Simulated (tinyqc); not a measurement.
Inside a calculation. Method: G0W0 on RHF in the sto-3g basis, for H6, spin multiplicity 1. One step of it, computed by the program tinyqc.

Problem. Iteration 1: building the Fock matrix. J_ij = sum D_kl (ij|kl), K_ij = sum D_kl (ik|jl); F = H + J - 0.5 K; E = tr D H + tr D J / 2 - 0.25 tr D K + E_nn.

D at the start:
```
,1H 1s,2H 1s,3H 1s,4H 1s,5H 1s,6H 1s
1H 1s,0.947819,0.096187,0.030768,0.009152,0.004233,0.000358
2H 1s,0.096187,0.868691,0.102906,0.020370,0.015277,0.004233
3H 1s,0.030768,0.102906,0.880192,0.099995,0.020370,0.009152
4H 1s,0.009152,0.020370,0.099995,0.880192,0.102906,0.030768
5H 1s,0.004233,0.015277,0.020370,0.102906,0.868691,0.096187
6H 1s,0.000358,0.004233,0.009152,0.030768,0.096187,0.947819
```

core Hamiltonian H = T + V (hartree):
```
,1H 1s,2H 1s,3H 1s,4H 1s,5H 1s,6H 1s
1H 1s,-1.863381,-1.497614,-0.434183,-0.120071,-0.014526,-0.002139
2H 1s,-1.497614,-2.228998,-1.263555,-0.456094,-0.077034,-0.014526
3H 1s,-0.434183,-1.263555,-2.393315,-1.702489,-0.456094,-0.120071
4H 1s,-0.120071,-0.456094,-1.702489,-2.393315,-1.263555,-0.434183
5H 1s,-0.014526,-0.077034,-0.456094,-1.263555,-2.228998,-1.497614
6H 1s,-0.002139,-0.014526,-0.120071,-0.434183,-1.497614,-1.863381
```

Two-electron integrals (ij|kl) in chemists' order, unique and non-zero (hartree):
```
i,j,k,l,(ij|kl)
1,1,1,1,0.774606
2,1,1,1,0.422591
2,1,2,1,0.272456
2,2,1,1,0.555421
2,2,2,1,0.422591
2,2,2,2,0.774606
3,1,1,1,0.081168
3,1,2,1,0.057385
3,1,2,2,0.099807
3,1,3,1,0.014423
3,2,1,1,0.192521
3,2,2,1,0.152789
3,2,2,2,0.300164
3,2,3,1,0.044185
3,2,3,2,0.149751
3,3,1,1,0.292083
3,3,2,1,0.233107
3,3,2,2,0.471575
3,3,3,1,0.081168
3,3,3,2,0.300164
3,3,3,3,0.774606
4,1,1,1,0.017192
4,1,2,1,0.012596
4,1,2,2,0.022701
4,1,3,1,0.003436
4,1,3,2,0.011046
4,1,3,3,0.022701
4,1,4,1,0.000872
4,2,1,1,0.053083
4,2,2,1,0.041631
4,2,2,2,0.081168
4,2,3,1,0.012768
4,2,3,2,0.044185
4,2,3,3,0.099807
4,2,4,1,0.003436
4,2,4,2,0.014423
4,3,1,1,0.154017
4,3,2,1,0.119078
4,3,2,2,0.233107
4,3,3,1,0.041631
4,3,3,2,0.152789
4,3,3,3,0.422591
4,3,4,1,0.012596
4,3,4,2,0.057385
4,3,4,3,0.272456
4,4,1,1,0.205196
4,4,2,1,0.154017
4,4,2,2,0.292083
4,4,3,1,0.053083
4,4,3,2,0.192521
4,4,3,3,0.555421
4,4,4,1,0.017192
4,4,4,2,0.081168
4,4,4,3,0.422591
4,4,4,4,0.774606
5,1,1,1,0.001443
5,1,2,1,0.001099
5,1,2,2,0.002075
5,1,3,1,0.000333
5,1,3,2,0.001133
5,1,3,3,0.002577
5,1,4,1,0.000091
5,1,4,2,0.000380
5,1,4,3,0.001538
5,1,4,4,0.002263
5,1,5,1,0.000010
5,2,1,1,0.006713
5,2,2,1,0.005178
5,2,2,2,0.010011
5,2,3,1,0.001664
5,2,3,2,0.005843
5,2,3,3,0.014194
5,2,4,1,0.000475
5,2,4,2,0.002073
5,2,4,3,0.009003
5,2,4,4,0.014194
5,2,5,1,0.000057
5,2,5,2,0.000330
5,3,1,1,0.032890
5,3,2,1,0.024648
5,3,2,2,0.046637
5,3,3,1,0.008315
5,3,3,2,0.029760
5,3,3,3,0.081168
5,3,4,1,0.002568
5,3,4,2,0.011774
5,3,4,3,0.057385
5,3,4,4,0.099807
5,3,5,1,0.000333
5,3,5,2,0.002073
5,3,5,3,0.014423
5,4,1,1,0.083518
5,4,2,1,0.060970
5,4,2,2,0.111991
5,4,3,1,0.019979
5,4,3,2,0.070129
5,4,3,3,0.192521
5,4,4,1,0.006371
5,4,4,2,0.029760
5,4,4,3,0.152789
5,4,4,4,0.300164
5,4,5,1,0.000880
5,4,5,2,0.005843
5,4,5,3,0.044185
5,4,5,4,0.149751
5,5,1,1,0.147075
5,5,2,1,0.104937
5,5,2,2,0.187695
5,5,3,1,0.032890
5,5,3,2,0.111991
5,5,3,3,0.292083
5,5,4,1,0.010192
5,5,4,2,0.046637
5,5,4,3,0.233107
5,5,4,4,0.471575
5,5,5,1,0.001443
5,5,5,2,0.010011
5,5,5,3,0.081168
5,5,5,4,0.300164
5,5,5,5,0.774606
6,1,1,1,0.000161
6,1,2,1,0.000122
6,1,2,2,0.000233
6,1,3,1,0.000039
6,1,3,2,0.000138
6,1,3,3,0.000342
6,1,4,1,0.000011
6,1,4,2,0.000050
6,1,4,3,0.000219
6,1,4,4,0.000342
6,1,5,1,1.37e-06
6,1,5,2,0.000008
6,1,5,3,0.000050
6,1,5,4,0.000138
6,1,5,5,0.000233
6,1,6,1,1.94e-07
6,2,1,1,0.001009
6,2,2,1,0.000761
6,2,2,2,0.001443
6,2,3,1,0.000250
6,2,3,2,0.000880
6,2,3,3,0.002263
6,2,4,1,0.000074
6,2,4,2,0.000333
6,2,4,3,0.001538
6,2,4,4,0.002577
6,2,5,1,0.000009
6,2,5,2,0.000057
6,2,5,3,0.000380
6,2,5,4,0.001133
6,2,5,5,0.002075
6,2,6,1,1.37e-06
6,2,6,2,0.000010
6,3,1,1,0.007499
6,3,2,1,0.005508
6,3,2,2,0.010192
6,3,3,1,0.001812
6,3,3,2,0.006371
6,3,3,3,0.017192
6,3,4,1,0.000561
6,3,4,2,0.002568
6,3,4,3,0.012596
6,3,4,4,0.022701
6,3,5,1,0.000074
6,3,5,2,0.000475
6,3,5,3,0.003436
6,3,5,4,0.011046
6,3,5,5,0.022701
6,3,6,1,0.000011
6,3,6,2,0.000091
6,3,6,3,0.000872
6,4,1,1,0.025322
6,4,2,1,0.018213
6,4,2,2,0.032890
6,4,3,1,0.005802
6,4,3,2,0.019979
6,4,3,3,0.053083
6,4,4,1,0.001812
6,4,4,2,0.008315
6,4,4,3,0.041631
6,4,4,4,0.081168
6,4,5,1,0.000250
6,4,5,2,0.001664
6,4,5,3,0.012768
6,4,5,4,0.044185
6,4,5,5,0.099807
6,4,6,1,0.000039
6,4,6,2,0.000333
6,4,6,3,0.003436
6,4,6,4,0.014423
6,5,1,1,0.084353
6,5,2,1,0.059473
6,5,2,2,0.104937
6,5,3,1,0.018213
6,5,3,2,0.060970
6,5,3,3,0.154017
6,5,4,1,0.005508
6,5,4,2,0.024648
6,5,4,3,0.119078
6,5,4,4,0.233107
6,5,5,1,0.000761
6,5,5,2,0.005178
6,5,5,3,0.041631
6,5,5,4,0.152789
6,5,5,5,0.422591
6,5,6,1,0.000122
6,5,6,2,0.001099
6,5,6,3,0.012596
6,5,6,4,0.057385
6,5,6,5,0.272456
6,6,1,1,0.120900
6,6,2,1,0.084353
6,6,2,2,0.147075
6,6,3,1,0.025322
6,6,3,2,0.083518
6,6,3,3,0.205196
6,6,4,1,0.007499
6,6,4,2,0.032890
6,6,4,3,0.154017
6,6,4,4,0.292083
6,6,5,1,0.001009
6,6,5,2,0.006713
6,6,5,3,0.053083
6,6,5,4,0.192521
6,6,5,5,0.555421
6,6,6,1,0.000161
6,6,6,2,0.001443
6,6,6,3,0.017192
6,6,6,4,0.081168
6,6,6,5,0.422591
6,6,6,6,0.774606
```

nuclear repulsion = 5.26541654 hartree

Give: Coulomb J; exchange K; Fock matrix F; total energy of this density.

Solution.

Coulomb J (hartree):
```
,1H 1s,2H 1s,3H 1s,4H 1s,5H 1s,6H 1s
1H 1s,2.0926,1.4190,0.3727,0.0973,0.0108,0.0015
2H 1s,1.4190,2.4212,1.1777,0.3938,0.0617,0.0108
3H 1s,0.3727,1.1777,2.5826,1.6146,0.3938,0.0973
4H 1s,0.0973,0.3938,1.6146,2.5826,1.1777,0.3727
5H 1s,0.0108,0.0617,0.3938,1.1777,2.4212,1.4190
6H 1s,0.0015,0.0108,0.0973,0.3727,1.4190,2.0926
```

exchange K (hartree):
```
,1H 1s,2H 1s,3H 1s,4H 1s,5H 1s,6H 1s
1H 1s,1.0840,0.9275,0.3663,0.1443,0.0337,0.0102
2H 1s,0.9275,1.2424,0.7649,0.3743,0.1034,0.0337
3H 1s,0.3663,0.7649,1.2634,0.9833,0.3743,0.1443
4H 1s,0.1443,0.3743,0.9833,1.2634,0.7649,0.3663
5H 1s,0.0337,0.1034,0.3743,0.7649,1.2424,0.9275
6H 1s,0.0102,0.0337,0.1443,0.3663,0.9275,1.0840
```

Fock matrix F (hartree):
```
,1H 1s,2H 1s,3H 1s,4H 1s,5H 1s,6H 1s
1H 1s,-0.3128,-0.5424,-0.2446,-0.0949,-0.0206,-0.0058
2H 1s,-0.5424,-0.4290,-0.4683,-0.2494,-0.0670,-0.0206
3H 1s,-0.2446,-0.4683,-0.4424,-0.5795,-0.2494,-0.0949
4H 1s,-0.0949,-0.2494,-0.5795,-0.4424,-0.4683,-0.2446
5H 1s,-0.0206,-0.0670,-0.2494,-0.4683,-0.4290,-0.5424
6H 1s,-0.0058,-0.0206,-0.0949,-0.2446,-0.5424,-0.3128
```

total energy of this density = -2.656172 hartree

This density is the starting one; it is not idempotent, so its energy is not variational and may lie below the converged one.
